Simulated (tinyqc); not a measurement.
# Space-charge-limited current with shallow traps: from ohmic to space-charge-limited current

One carrier type, drift only, an injecting contact at x = 0 (zero field) and thickness L. The share th = y/(1 + y), y = (Nc/Nt) exp(-Et/kB T), of the injected charge is free: J = q mu n F, eps0 eps_r dF/dx = q (n - n0)/th.

Ohmic J = q n0 mu V/L; Mott-Gurney J = (9/8) th eps0 eps_r mu V^2/L^3; they cross at Vx = 8 q n0 L^2/(9 th eps0 eps_r); traps fill at V_TFL = q Nt L^2/(2 eps0 eps_r). Exact: with u = n0/n(L), w = -u - ln(1 - u) and v = -u - u^2/2 - ln(1 - u), V = (q n0 L^2/(th eps0 eps_r)) v/w^2 and J = q^2 n0^2 mu L/(th eps0 eps_r w).

Values chosen for this exercise:
- T = 300 K (temperature)
- eps_r = 13.4 (relative permittivity)
- mu = 5.5 cm^2/(V s) (mobility)
- L = 2200 nm (thickness)
- Nc = 6.4e19 cm^-3 (band density of states)
- Nt = 5e16 cm^-3 (trap density)
- Et = 0.51 eV (trap depth)
- n0 = 2.1e9 cm^-3 (free carrier density in equilibrium)

Constants: q = 1.602176634e-19 C, kB = 1.380649e-23 J/K, Vt = kB T/q, eps0 = 8.8541878128e-14 F/cm where lengths are in cm. Results are converted to the units shown.

From ohmic to space-charge-limited current:
```
V (V)  J (A/cm^2)  ohmic (A/cm^2)  Mott-Gurney (A/cm^2)  d ln J/d ln V
0.28     2.445e-6        2.355e-6              1.872e-7          1.040
0.57     5.200e-6        4.795e-6              7.760e-7          1.092
1.1      1.100e-5        9.253e-6              2.890e-6          1.202
2.3      2.864e-5        1.935e-5              1.263e-5          1.401
4.6      8.125e-5        3.869e-5              5.054e-5          1.604
9.4      2.721e-4        7.907e-5              2.110e-4          1.769
19       9.839e-4        1.598e-4              8.622e-4          1.874
38       0.003690        3.196e-4              0.003449          1.934
77        0.01465        6.477e-4               0.01416          1.967
160       0.06215        0.001346               0.06114          1.984
```

What does the comparison show?

The local exponent rises from 1.04 to 1.98, passing from ohmic towards the square law around Vx = 3.52 V. In the last row J is 1.7 % above the Mott-Gurney value. For V = 160 the voltage exceeds half of V_TFL = 163 V, near which the traps fill and the current rises steeply beyond this model. For V = 0.28, 0.57, 1.1, 2.3 the voltage is under 100 kB T/q, where diffusion would add more than a third of the Mott-Gurney current.

Range of the model: Diffusion and a field-dependent mobility are left out. With injecting contacts the diffusion current, about 4 pi^2 Vt th eps0 eps_r mu V/L^3, equals the Mott-Gurney current at V = 35 kB T/q (0.9 V at 300 K), so the drift-only result needs V well above that.

Program tinyqc, `OMP_NUM_THREADS=1 python tinyqc.py 2370167 2370168 out.jsonl`; Intel Xeon 2.30GHz, shared host, one thread, about 0.02 s.
